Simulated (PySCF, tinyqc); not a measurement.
Worked calculation: CISD on RHF in the sto-3g basis, for H3+, spin multiplicity 1. The lowest restricted solution is unstable here: a spin-polarised one lies 0.0053 hartree lower (PySCF). One step of it, computed by the program tinyqc.

Problem. CISD: roots. Diagonalise (each vector has its largest component positive (the first on a tie)); all determinants have Ms = 0, so triplets appear too. The lowest singlet root is the correlation energy.

Occupation strings over the orbitals (2 doubly, a alpha, b beta, 0 empty; spin orbitals ordered 1a 1b 2a 2b ...): 200 a0b b0a 020 002

H - E(HF) between determinants (hartree), lower triangle:
```
          200        a0b       b0a       020       002
200  0.000000
a0b  0.000000   0.607462
b0a  0.000000  -0.141707  0.607462
020  0.147229  -0.145029  0.145029  0.612492
002  0.141707  -0.012003  0.012003  0.161428  1.242632
```

Give: lowest roots of this matrix, relative to E(HF); lowest vectors; <S^2> of these roots; weight of the ground state by excitation level 0, 1, 2, ....

Solution.

lowest roots of this matrix, relative to E(HF) (hartree): -0.0445  0.4651  0.4658  0.8701  1.3136

lowest vectors:
```
      root 1   root 2  root 3   root 4
200   0.9714   0.1922  0.0000  -0.0412
a0b  -0.0407   0.3936  0.7071   0.5786
b0a   0.0407  -0.3936  0.7071  -0.5786
020  -0.2158   0.7864  0.0000  -0.5049
002  -0.0806  -0.1862  0.0000   0.2717
```

<S^2> of these roots: 0.0000  0.0000  2.0000  0.0000  0.0000

weight of the ground state by excitation level 0, 1, 2, ...: 0.9436  0.0033  0.0531
